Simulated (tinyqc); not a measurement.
Coupling ratio and rate constant from the late transient.

Inverse problem. Long after the knee a floating-gate cell follows U = Vg - (tox/ag) B/ln(K t). Find K and ag.

Values chosen for this exercise:

| symbol | value | unit | meaning |
|---|---|---|---|
| tox | 6.7 | nm | tunnel oxide thickness |
| Vg | 11.4 | V | control-gate voltage |

U at t = 0.0005 and 0.05 s (V): 1.6301665  3.1095662
B = 22.955122 V/nm

Answer. 1/(Vg - U) is linear in ln t; the ratio of the two values gives ln(K t_a), and either value gives ag.

K = 3.227e14 1/s
ag = 0.6100

Program tinyqc, `OMP_NUM_THREADS=1 python tinyqc.py 2130053 2130054 out.jsonl`; Intel Xeon 2.30GHz, shared host, one thread, about 0.01 s.
